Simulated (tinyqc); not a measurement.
Inside a calculation. Model: pair-potential crystal by lattice sums. Computed by tinyqc, a small Python program that keeps every step. Command: `OMP_NUM_THREADS=1 python tinyqc.py 3002237 3002238 out.jsonl pairsum walk`. One thread of a shared host (Intel(R) Xeon(R) Processor @ 2.30GHz), about 0.02 s of CPU time with the checks. Intermediate numbers are printed to about 5 digits and carried at full precision; extremes and crossings named in words are read from the listed rows.

Energy per atom E = (1/2) sum over neighbours of phi(r); d is the nearest-neighbour distance.

Inputs (values chosen for the exercise, for model atoms):

| quantity | value | unit |
|---|---|---|
| well depth eps | 0.639 | eV |
| pair minimum r0 | 3.77 | angstrom |
| cut-off r_c/r0 | 1.81 | - |
| trial neighbour distance d/r0 | 0.925 | - |
| repulsive exponent n | 8 | - |
| attractive exponent m | 6 | - |

Potential: Mie n-m. Structure: fcc.

Constants: 1 eV/angstrom^3 = 160.2176634 GPa.

## Shell sums at the trial distance

phi0(r) = eps [m (r0/r)^n - n (r0/r)^m]/(n - m); shifted-force cut-off: phi(r) = phi0(r) - phi0(r_c) - (r - r_c) phi0'(r_c) for r < r_c, zero beyond. Shells (distance in units of d, count): fcc 1.0000 (12), 1.4142 (6), 1.7321 (24), 2.0000 (12), 2.2361 (24), 2.4495 (8), 2.6458 (48), 2.8284 (6), 3.0000 (36), 3.1623 (24); hcp 1.0000 (12), 1.4142 (6), 1.6330 (2), 1.7321 (18), 1.9149 (12), 2.0000 (6), 2.2361 (12), 2.3805 (12), 2.4495 (6), 2.5166 (6), 2.5820 (12), 2.6458 (24), 2.7080 (6), 2.8868 (12), 3.0000 (12), 3.1091 (24), 3.1623 (12); bcc 1.0000 (8), 1.1547 (6), 1.6330 (12), 1.9149 (24), 2.0000 (8), 2.3094 (6), 2.5166 (24), 2.5820 (24), 2.8284 (24), 3.0000 (32); sc 1.0000 (6), 1.4142 (12), 1.7321 (8), 2.0000 (6), 2.2361 (24), 2.4495 (24), 2.8284 (12), 3.0000 (30), 3.1623 (24); diamond 1.0000 (4), 1.6330 (12), 1.9149 (12), 2.3094 (6), 2.5166 (12), 2.8284 (24), 3.0000 (16). Volumes per atom in d^3: fcc 0.70711, hcp 0.70711, bcc 0.76980, sc 1.00000, diamond 1.53960; hcp has the ideal c/a. Every shell inside the cut-off is summed. List each shell within the cut-off.

Shells:

| shell | count | r (angstrom) | phi (eV) | phi' (eV/angstrom) | phi'' (eV/angstrom^2) |
|---|---|---|---|---|---|
| 1 | 12 | 3.4872 | -0.29951 | -1.2290 | 7.0838 |
| 2 | 6 | 4.9317 | -0.14644 | 0.2135 | -0.2190 |
| 3 | 24 | 6.0401 | -0.01612 | 0.0472 | -0.0868 |

## Energy and virial pressure

E = (1/2) sum count x phi; P = -(1/(6 Omega)) sum count x r phi', Omega = 0.707107 d^3.

energy at the trial distance = -2.4299 eV/atom

pressure at the trial distance = 34.076 GPa

The pressure is positive, so the lattice wants to expand.

## Equilibrium

Equilibrium: dE/dd = 0 at the lowest minimum with d between 0.78 r0 and 1.45 r0; B = d^2 E''(d)/(9 Omega). Unrelaxed vacancy: removing an atom breaks its bonds (2|E|) and placing it on the surface returns |E|, so E_v = |E|.

equilibrium distance d = 3.7187 angstrom

energy per atom = -2.9548 eV

bulk modulus B = 88.603 GPa

unrelaxed vacancy energy = 2.9548 eV

d is 1.4 % shorter than r0, because further shells pull and the first shell must push back.

## Elastic constants

At zero stress C_ijkl = (1/(2 Omega)) sum (phi'' - phi'/r) R_i R_j R_k R_l / r^2 over all neighbours, on cube axes; so C44 = C12 (Cauchy relation). C' = (C11 - C12)/2.

C11 = 120.30 GPa

C12 = C44 = 72.754 GPa

C' = 23.773 GPa

C' and C44 are positive: the structure is stable against homogeneous shear.

## Ranking of structures

The formulas are those given above.

Each structure at its own equilibrium:

| structure | neighbours | d (angstrom) | E (eV/atom) | volume (angstrom^3) | B (GPa) |
|---|---|---|---|---|---|
| fcc | 12 | 3.7187 | -2.9548 | 36.362 | 88.603 |
| hcp | 12 | 3.7205 | -2.9595 | 36.415 | 89.789 |
| bcc | 8 | 3.6406 | -2.8700 | 37.146 | 89.141 |
| sc | 6 | 3.6016 | -1.9220 | 46.717 | 49.838 |
| diamond | 4 | 3.6960 | -0.9729 | 77.735 | 14.334 |

The order is hcp < fcc < bcc < sc < diamond; hcp lies 4.7 meV below fcc. fcc (-2.954788 eV) and hcp (-2.959472 eV) share two shells and differ from the third on. Pair forces reward the number of bonds: diamond reaches only 33 % of the best binding. Caution: each structure is relaxed in d alone and may be unstable against shear; the tiny fcc-hcp difference depends on the cut-off.

Checks made by the program: virial pressure against -dE/dV (relative difference 6e-09); (C11 + 2 C12)/3 against the curvature of E(d) (relative difference below 1e-10).
